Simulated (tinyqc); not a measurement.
Crystal pulling from the melt: segregation, interface stability, heat balance and point-defect regime: one step, computed by the program tinyqc.

A dilute solute; steady pulling with a flat interface unless it is found unstable.

Problem. Constitutional supercooling. Liquidus slope per concentration (van 't Hoff): |m| = k_B T_m^2 (1 - k0)/L. Solute gradient at the interface: G_C = (V/D) C_s (1 - k0)/k0. Constitutional supercooling sets in when |m| G_C > G_L. Critical C_s from the equality.

Inputs (values chosen for the exercise, modelled on phosphorus in silicon):
```
quantity                      value    unit
equilibrium coefficient k0     0.34       -
diffusivity in the melt D   0.00015  cm^2/s
pull rate V                     1.1  mm/min
gradient in the melt G_L         17    K/cm
latent heat per volume L       4280  J/cm^3
melting point T_m              1685       K
```

C_s = 1.149418e+16 1/cm^3

Constants: k_B = 1.380649e-23 J/K.

Give: |m|; |m| G_C; critical C_s; ratio |m| G_C/G_L.

Solution.

|m| = 6.0448e-21 K cm^3

|m| G_C = 0.0016485 K/cm

critical C_s = 1.1854e+20 1/cm^3

ratio |m| G_C/G_L = 9.6968e-05

The interface is stable by this test, with a margin of 10000.
